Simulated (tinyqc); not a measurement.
Six-band hole subbands of a thin body in a field, step by step. Values are carried at full precision from step to step, so a last printed digit may differ when a step is redone from the rounded ones.

Constants: hbar^2/2m0 = 3.80998211 eV angstrom^2.

Inputs chosen for the exercise (near those of a p-type Si channel; the results hold for these values, not for the real material):
- S = (7.71, -2.1, 12.84) 1/TPa (compliances s11, s12, s44)
- sx = -1.5 GPa (stress along the channel [1-10], negative in compression)
- b = -2.11 eV (tetragonal potential)
- d = -4.81 eV (trigonal potential)
- g1 = 4.27 (Luttinger gamma1)
- g2 = 0.34 (gamma2)
- g3 = 1.44 (gamma3)
- face = 110 (surface)
- Dso = 0.043 eV (spin-orbit splitting)
- t = 55 angstrom (body thickness)
- F = 1.2 MV/cm (field across the body)
- kmax = 0.06 1/angstrom (end of the path)

## Strain and its block

exx = eyy = (s11 + s12) sx/2, ezz = s12 sx, exy = -s44 sx/4 (1 GPa/TPa = 1e-3). With e0 the traceless part, B_XX = 2b e0xx - b (e0yy + e0zz) and B_XY = sqrt(3) d exy.

strain, lower triangle:
```
           x          y         z
x  -0.004208
y   0.004815  -0.004208
z          0          0  0.003150
```

B (eV), lower triangle:
```
          X        Y         Z
X   0.01552
Y  -0.04011  0.01552
Z         0        0  -0.03105
```

## Confinement masses without spin-orbit coupling

C(n n^T)/c has C_XX = (g1 + 4 g2) nx^2 + (g1 - 2 g2)(ny^2 + nz^2) and C_XY = 6 g3 nx ny, n the unit normal; its eigenvalues are the inverse masses along n.

C(n n^T)/c, lower triangle:
```
        X       Y       Z
X  4.6100
Y  4.3200  4.6100
Z       0       0  3.5900
```

masses (m0): 3.4483  0.2786  0.1120

The heaviest mass, 3.45, comes from a near cancellation among the gammas, so a few per cent in them move it strongly.

## The matrix for one sine at q = 0

Basis X, Y, Z times spin, hole energies counted downwards from the unstrained edge (the hydrostatic shift is left out), c = hbar^2/2m0. For a symmetric tensor T let C(T) have C_XX = L Txx + M (Tyy + Tzz), C_XY = N Txy (cyclic), L = c (g1 + 4 g2), M = c (g1 - 2 g2), N = 6 c g3. k = q + kz n, n the unit normal, q = k1 u + k2 v with u along the channel [1-10] and v = n x u. H = C(k k^T) + (Dso/3)(1 - L.sigma) - B + e F z with (L_k)_ij = -i epsilon_kij; B is the block C built from the traceless strain with 2b, -b and sqrt(3) d in place of L, M, N. Strain: exx = eyy = (s11 + s12) sx/2, ezz = s12 sx, exy = -s44 sx/4. Hard walls at z = 0 and t; basis sin(j pi z/t), j = 1 to Nz: kz^2 = (j pi/t)^2, kz = -i D with D_jl = 4 j l/(t (j^2 - l^2)), z_jj = t/2 and z_jl = -8 t j l/(pi (j^2 - l^2))^2 for j + l odd; 1 MV/cm = 0.01 eV/angstrom.

Nz = 1, in meV.

H (meV), lower triangle (Hermitian):
```
              X+       Y+      Z+            X-      Y-      Z-
X+        386.11
Y+  93.82-14.33i   386.11
Z+             0        0  420.01
X-             0        0   14.33        386.11
Y-             0        0  14.33i  93.82+14.33i  386.11
Z-        -14.33  -14.33i       0             0       0  420.01
```

## Its levels

Diagonalise; the levels come in pairs. Give each pair and its weights on X, Y, Z, summed over spin and averaged over the pair.

levels (meV): 289.86  417.66  484.72

weights:
```
   pair 1  pair 2  pair 3
X   0.495   0.033   0.473
Y   0.495   0.033   0.473
Z   0.010   0.935   0.055
```

## More sines

The four lowest pairs at q = 0.

Hole energies (meV):

| Nz | pair 1 | pair 2 | pair 3 | pair 4 |
|---|---|---|---|---|
| 1 | 289.86 | 417.66 | 484.72 | - |
| 2 | 176.98 | 349.12 | 414.15 | 446.09 |
| 4 | 105.08 | 245.11 | 337.69 | 383.61 |
| 8 | 85.13 | 181.64 | 263.93 | 336.53 |
| 16 | 84.62 | 179.37 | 257.01 | 325.29 |

One sine is 205.24 meV off in the top subband, since the field mixes the sines. The second pair lies 94.7 meV deeper.

## Dispersion of the top subband

Nz = 14; the two lowest levels (spin-split where the field breaks inversion), in meV from their value at q = 0.

Energies (meV):

| \|q\| (1/angstrom) | u a | u b | v a | v b |
|---|---|---|---|---|
| 0.015 | 7.21 | 7.73 | 3.07 | 3.09 |
| 0.030 | 29.29 | 30.40 | 12.28 | 12.33 |
| 0.045 | 66.08 | 67.92 | 27.65 | 27.72 |
| 0.060 | 117.21 | 120.07 | 49.16 | 49.26 |

From the mean of each pair in the first row, c q^2/E gives 0.11 m0 along u and 0.28 m0 along v. The largest distance between a and b in the table is 2.86 meV.

## Checks

- Top level at q = 0 on (001) without field and stress against c (g1 - 2 g2)(pi/t)^2, eV: both 0.04463.
- Hermiticity, and E(q) against E(-q): they agree to 1e-10 or better.

(tinyqc, `OMP_NUM_THREADS=1 python tinyqc.py 1281224 1281225 out.jsonl`, Intel(R) Xeon(R) Processor @ 2.30GHz, 1 thread, shared host, about 0.4 s.)
